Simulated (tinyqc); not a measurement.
Worked calculation: MP2 on RHF in the 3-21g basis, for H3-, spin multiplicity 1. The basis has no diffuse functions, so it cannot describe the extra electron: this is an exercise in the method, not the real anion. One step of it, computed by the program tinyqc.

Task: Iteration 6 (converged): orbitals. Diagonalise F' = X^T F X, C = X C', fill 2 alpha and 2 beta electrons from the bottom; D = 2 C_occ C_occ^T. Each column has its largest component positive (the first on a tie).

converged F (hartree), lower triangle:
```
           1H 1s      1H 2s      2H 1s      2H 2s      3H 1s      3H 2s
1H 1s   0.519698
1H 2s  -0.261178  -0.117395
2H 1s  -0.284725  -0.248826   0.550437
2H 2s  -0.264659  -0.146807  -0.238733  -0.047831
3H 1s  -0.284725  -0.248826  -0.005103  -0.094126   0.550437
3H 2s  -0.264659  -0.146807  -0.094126  -0.117276  -0.238733  -0.047831
```

X:
```
               1          2          3          4          5         6
1H 1s  -0.775319   0.000000   0.739433   0.871211   0.000000  0.226505
1H 2s   2.890751   0.000000  -0.512548   0.157226   0.000000  0.312679
2H 1s   0.279280  -0.833186   0.709207  -0.504187   0.461916  0.169879
2H 2s  -1.658588   1.057272  -0.500067  -0.151509   0.364014  0.248148
3H 1s   0.279280   0.833186   0.709207  -0.504187  -0.461916  0.169879
3H 2s  -1.658588  -1.057272  -0.500067  -0.151509  -0.364014  0.248148
```

Give: F' = X^T F X; orbital energies; coefficients C; D after iteration 6.

Result:

F' = X^T F X (hartree), lower triangle:
```
         1        2        3        4       5        6
1   1.1928
2   0.0000   1.4361
3  -0.1026   0.0000   1.3950
4  -0.5453   0.0000  -0.1143   1.2209
5   0.0000  -0.4277   0.0000   0.0000  0.1582
6   0.0175   0.0000   0.0036  -0.0121  0.0000  -0.2686
```

orbital energies (hartree): MO1 -0.2688, MO2 0.0283, MO3 0.6307, MO4 1.4254, MO5 1.5660, MO6 1.7528

coefficients C:
```
          MO1      MO2      MO3      MO4      MO5      MO6
1H 1s  0.2364   0.0000   0.2005  -0.7504   0.0000  -1.1398
1H 2s  0.2839   0.0000   2.0346   0.9889   0.0000   1.8824
2H 1s  0.1630   0.1998  -0.0097  -0.7080   0.9315   0.5797
2H 2s  0.2664   0.6556  -1.3633   0.2033  -0.9058  -1.0557
3H 1s  0.1630  -0.1998  -0.0097  -0.7080  -0.9315   0.5797
3H 2s  0.2664  -0.6556  -1.3633   0.2033   0.9058  -1.0557
```

D after iteration 6, lower triangle:
```
        1H 1s   1H 2s    2H 1s    2H 2s   3H 1s   3H 2s
1H 1s  0.1118
1H 2s  0.1342  0.1612
2H 1s  0.0771  0.0926   0.1330
2H 2s  0.1260  0.1513   0.3488   1.0016
3H 1s  0.0771  0.0926  -0.0267  -0.1751  0.1330
3H 2s  0.1260  0.1513  -0.1751  -0.7177  0.3488  1.0016
```
